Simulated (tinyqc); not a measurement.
## Density and mobility of a removed layer (differential Hall)

Inverse problem. For layers in parallel the sheet conductance g = 1/Rs and the product g mu_H (mu_H signed, unit Hall factors) are additive. Find the sheet density and mobility of the layer that was removed, and its share of the conductance.

Constants: q = 1.602176634e-19 C. Results are converted to the units shown.

Rs before and after removing the top layer (ohm/square): 2511.1684  46752.877
apparent mobility before and after, signed (cm^2/(V s)): 405.49789  150

Answer. The differences give g1 = q n mu and g1 mu = q n mu^2; their ratio is mu and g1^2/(q g1 mu) is n.

sheet density = 5.600e12 cm^-2
mobility = 420.0 cm^2/(V s)
share of the conductance = 94.63 %

Program tinyqc, `OMP_NUM_THREADS=1 python tinyqc.py 2850168 2850169 out.jsonl`; Intel Xeon 2.30GHz, shared host, one thread, about 0.01 s.
